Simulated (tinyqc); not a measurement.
Channel length: inversion-layer mobility, back-scattering and ballistic limit of a field-effect transistor. Computed by tinyqc, a small Python program. Command: `OMP_NUM_THREADS=1 python tinyqc.py 3015267 3015268 out.jsonl mos walk`. One thread of a shared host (Intel(R) Xeon(R) Processor @ 2.30GHz), about 0.01 s of CPU time with the checks.

The charge at the top of the source barrier is fixed by the gate; series resistance and short-channel effects are left out. F_j are Fermi integrals normalised to exp(eta) in the classical limit.

Inputs (values chosen for the exercise, modelled on a 4H-SiC n-channel):
```
quantity,value,unit
transport mass m,0.3,m_0
valley degeneracy g_v,3,-
weight w of the inversion charge,0.5,-
permittivity eps,9.7,-
"phonon mobility at 1 MV/cm and 300 K, mu_ph",94,cm^2/(V s)
"roughness mobility at 1 MV/cm, mu_sr",66,cm^2/(V s)
"Coulomb mobility at N_inv = 1e12/cm^2, mu_C",37,cm^2/(V s)
electrical oxide thickness t_inv,3.2,nm
depletion charge N_dep,3.3e+12,1/cm^2
gate overdrive V_G - V_T,0.29,V
drain voltage V_D,0.59,V
exponent a of the critical length,0.62,-
temperature T,77,K
```

Statistics at the top of the barrier: Fermi-Dirac.

Constants: eps_0 = 8.8541878128e-12 F/m; e = 1.602176634e-19 C; m_0 = 9.1093837015e-31 kg; k_B = 1.380649e-23 J/K; hbar = 1.054571817e-34 J s; k_B = 8.617333262e-05 eV/K.

Method:
- N_inv = 3.9 eps_0 (V_G - V_T)/(e t_inv); effective field E_eff = e (N_dep + w N_inv)/(eps eps_0).
- mu_phonon = mu_ph (E_eff/1 MV/cm)^(-0.3) (T/300 K)^(-1.75); mu_rough = mu_sr (E_eff/1 MV/cm)^(-2); mu_Coulomb = mu_C (N_inv/1e12 cm^-2) (T/300 K); Matthiessen's rule adds 1/mu.
- F_j(eta) = (1/Gamma(j + 1)) int_0^infinity x^j/(1 + exp(x - eta)) dx, F_0 = ln(1 + exp(eta)). Integrals over x = E/(k_B T) use 160 Gauss-Legendre points in u = sqrt(x) from 0 to sqrt(max(eta, 0) + 32).
- Ballistic channel: N_2D = g_v m k_B T/(pi hbar^2), U = e V_D/(k_B T); eta_F solves N_inv = (N_2D/2)[F_0(eta_F) + F_0(eta_F - U)]; v_T = sqrt(2 k_B T/(pi m)); I/W = e (N_2D/2) v_T [F_1/2(eta_F) - F_1/2(eta_F - U)]; injection velocity v_T F_1/2(eta_F)/F_0(eta_F).
- Mean free path lambda = (2 k_B T/e)(mu/v_T) F_0(eta_0)/F_-1/2(eta_0), with eta_0 from N_inv = N_2D F_0(eta_0); critical length l = L (1 + U)^(-a), an empirical rule; back-scattering r = l/(l + lambda). Then eta solves N_inv = (N_2D/2)[(1 + r) F_0(eta) + (1 - r) F_0(eta - U)] and I/W = e (N_2D/2) v_T (1 - r)[F_1/2(eta) - F_1/2(eta - U)].
- The last column is the long-channel law e N_inv mu V/L with V = V_D - V_D^2/(2 V_ov) below pinch-off and V_ov/2 above, V_ov = V_G - V_T.

inversion density N_inv = 1.95322e+12 1/cm^2

effective mobility mu = 15.5100 cm^2/(V s)

ballistic current I/W = 193.010 microampere/micrometre

Currents (microampere/micrometre):
```
L (nm),r,I/W,ballistic ratio,long-channel law
5,0.38941,80.127,0.41514,140.76
10,0.56054,50.505,0.26167,70.38
20,0.71839,29.027,0.15039,35.19
40,0.83612,15.684,0.08126,17.59
80,0.91075,8.171,0.04233,8.80
160,0.95329,4.173,0.02162,4.40
400,0.98078,1.691,0.00876,1.76
1000,0.99222,0.680,0.00352,0.70
```

The current scales as L^-0.99 at the long end and as L^-0.67 at the short end, where it reaches 42 % of the ballistic 193. At 1000 nm the model gives 0.97 times the long-channel law. Raising mu by 10 % at 20 nm raises I by 8.4 %.
